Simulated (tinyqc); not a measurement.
Thermodynamics of metal silicides: hull, first phase, silicon consumed, nucleation and stability against SiO2: one step, computed by the program tinyqc. Command: `OMP_NUM_THREADS=1 python tinyqc.py 3015827 3015828 out.jsonl silphase walk`. One thread of a shared host (Intel(R) Xeon(R) Processor @ 2.30GHz), about 0.01 s of CPU time with the checks.

Entropies of formation of the solids are neglected, so heats stand for free energies. Si fractions: M5Si3 0.3750, MSi 0.5000, MSi2 0.6667.

Question. Which phases are stable. A phase is stable if it lies below every straight line between a phase on its left and one on its right (M and Si at zero). Distance = its heat less the lowest such line, negative for a stable phase.

Inputs (values chosen for the exercise, for a model metal): heat of formation of M5Si3 = -18 kJ/mol atoms; heat of formation of MSi = -16.1 kJ/mol atoms; heat of formation of MSi2 = -25.9 kJ/mol atoms.

Phases: M5Si3, MSi, MSi2.

Give: distance to the lowest tie line.

Answer.

distance to the lowest tie line (kJ/mol atoms): M5Si3 -3.431, MSi 5.286, MSi2 -15.167

Unstable against decomposition into neighbours: MSi.
